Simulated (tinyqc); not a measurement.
Gate voltage for a given inversion charge.

Problem. p-type body, charge-sheet picture, depletion and inversion only, full ionisation (an idealisation for deep acceptors), Boltzmann statistics (rough once Na exp(x - xn) passes about Nc/7). In units of Vt: xg = (Vg - Vfb)/Vt, x = psi/Vt, G = gamma/sqrt(Vt), xn = (2 phiF + Vc)/Vt. The implicit equation is (xg - x)^2 = G^2 [x - 1 + exp(x - xn)] for x above about 3. Cox = eps0 eox/tox. ni = sqrt(Nc Nv) exp(-Eg/(2 Vt)), Eg in volts; phiF = Vt ln(Na/ni); gamma = sqrt(2 q eps0 eps_r Na)/Cox. N_inv = (Cox Vt G/q) [sqrt(x - 1 + exp(x - xn)) - sqrt(x - 1)]. Find x - xn, psi and Vg.

Values chosen for this exercise; band and dielectric values close to those of silicon:
- T = 300 K (temperature)
- Eg = 1.1 eV (band gap)
- eps_r = 11.8 (relative permittivity)
- Nc = 2.78e19 cm^-3 (conduction-band density of states at T)
- Nv = 2.67e19 cm^-3 (valence-band density of states at T)
- eox = 25.2 (relative permittivity of the gate insulator (close to zirconium oxide))
- tox = 69 nm (insulator thickness)
- Na = 5.6e16 cm^-3 (acceptor density)
- Vfb = -0.41 V (flat-band voltage)
- Vc = 0 V (channel-body voltage)

Constants: q = 1.602176634e-19 C, kB = 1.380649e-23 J/K, Vt = kB T/q, eps0 = 8.8541878128e-14 F/cm where lengths are in cm. Results are converted to the units shown.

N_inv = 2.5e10 cm^-2

Solution. N_inv rises steadily with x, so it fixes x; the implicit equation then gives xg directly.

x - xn = 0.704
psi = 0.798 V
Vg = 0.773 V

Computed by the program tinyqc: `OMP_NUM_THREADS=1 python tinyqc.py 2122178 2122179 out.jsonl`, one thread of a shared Intel Xeon 2.30GHz, about 0.01 s for the whole run.
